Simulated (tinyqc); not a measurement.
What moves the results: parabolic quantum dot in a magnetic field (Fock-Darwin). A value that a table varies takes the place of the one given here.

Two dimensions, V = m w0^2 r^2/2, one valley. hbar wc = 2 muB B/m, W = sqrt(w0^2 + wc^2/4), E(n, l, s) = (2n + |l| + 1) hbar W - l hbar wc/2 + s gs muB B, n = 0, 1, ..., l = 0, +/-1, ..., s = +/-1/2; length lam = sqrt(2c/(m hbar W)), c = hbar^2/2m0.

Two electrons, first order in the Coulomb energy: the singlet (0,0)^2 has 2W + J0 and the lowest triplet (0,0)(0,1) has 3W - wc/2 + J0/2 - Ez, with J0 = sqrt(pi/2) q/(eps lam), q = e^2/(4 pi eps0), Ez = |gs| muB B.

Exact treatment: the centre of mass separates with energy W, and the relative motion obeys [-(2c/m) Laplacian + (2c/m) r^2/(2 lam^2)^2 + q/(eps r)] psi = e_l psi for angular number l, solved in 14 Gaussians r^l exp(-a r^2), a = 1.7^i/(4 lam^2), i = -3 to 10. E(S) = W + e_0, E(T) = W + e_1 - wc/2 - Ez.

Constants: muB = 5.788381798e-05 eV/T; hbar^2/2m0 = 3.80998211 eV angstrom^2; e^2/(4 pi eps0) = 14.39964547 eV angstrom.

Values chosen for the exercise (near those of a gate-defined dot in InAs; not measured data): m = 0.0289 m0 (mass); gs = -7.55 (g factor); w0 = 6.2 meV (confinement energy hbar w0); Bs = (0, 0.39, 0.77, 1.2, 1.9, 2.8, 4) T (fields); eps = 15.4 (dielectric constant); B = 1.48 T (magnetic field).

## Levels against field

Six orbital levels without the Zeeman term.

Levels (meV):
```
B (T)   (0,0)   (0,1)  (0,-1)   (0,2)   (1,0)   (0,3)
0       6.200  12.400  12.400  18.600  18.600  24.800
0.39    6.249  11.717  13.279  17.185  18.747  22.653
0.77    6.389  11.236  14.320  16.082  19.167  20.929
1.2     6.650  10.896  15.703  15.142  19.949  19.388
1.9     7.275  10.744  18.355  14.213  21.824  17.682
2.8     8.360  11.112  22.328  13.864  25.080  16.616
4.0    10.130  12.249  28.272  14.368  30.391  16.487
```

How do the results move?

(0,2) crosses (0,-1) where W = 3 wc/2, that is wc = w0/sqrt(2), B = 1.09 T, and (0,3) crosses it at W = wc, B = 1.79 T. States with n = 0 and l >= 0 draw together into the lowest Landau level: their spacing W - wc/2 shrinks from 6.20 to 2.12 meV, while (0,-1) climbs to 18.14 meV above (0,0).

## Singlet against triplet in a field

For each field, first order and exact.

Energies (meV):
```
B (T)     J0  W - wc/2     Ez  E(T) - E(S), first order  exact
0      5.683     6.200  0.000                     3.359   4.16
0.39   5.705     5.468  0.170                     2.445   3.25
0.77   5.769     4.847  0.337                     1.626   2.43
1.2    5.885     4.246  0.524                     0.779   1.59
1.9    6.156     3.469  0.830                    -0.439   0.38
2.8    6.599     2.752  1.224                    -1.771  -0.94
4.0    7.264     2.119  1.748                    -3.261  -2.41
```

How do the results move?

Exactly, the triplet drops below the singlet between 1.9 and 2.8 T. First order puts the crossing between 1.2 and 1.9 T; with J0/W = 0.92 at zero field it misses the splitting there by 0.81 meV. From the first row to the last the orbital cost falls by 4.08 meV, the Coulomb gain J0/2 (half direct, half exchange) grows by 0.79 meV and the Zeeman gain by 1.75 meV. States of higher angular number, which take over at higher fields, in soft dots already within such a table, are left out.

## What each parameter does

The two modes W +/- wc/2, lam and the exact E(T) - E(S), with q = e^2/(4 pi eps0) and Ez = |gs| muB B. Each row changes one parameter from the base and keeps the others.

Results:
```
case           upper mode (meV)  lower mode (meV)  lam (angstrom)  E(T) - E(S) (meV)
base                      9.836             3.908           195.9               1.09
B = 0.89 T                8.234             4.669           202.2               2.19
w0 = 7.75 meV            11.262             5.333           178.3               2.23
m = 0.0332 m0             9.296             4.135           184.9               1.24
gs = -11.32               9.836             3.908           195.9               0.76
eps = 13.1                9.836             3.908           195.9               0.83
```

What can be read from the table?

The largest shifts from the base row, up to three for each result and ties (the steps differ in size, so this ranks the rows, not the parameters). upper mode (meV): B -1.603, w0 +1.425, m -0.541; unchanged at the printed digits by gs and eps. lower mode (meV): w0 +1.425, B +0.761, m +0.227; unchanged at the printed digits by gs and eps. lam (angstrom): w0 -17.6, m -11.0, B +6.3; unchanged at the printed digits by gs and eps. E(T) - E(S) (meV): w0 +1.15, B +1.11, gs -0.32.

Run: tinyqc, `OMP_NUM_THREADS=1 python tinyqc.py 1252246 1252247 out.jsonl`; Intel(R) Xeon(R) Processor @ 2.30GHz, one thread, shared host; about 0.1 s of CPU time with all checks.
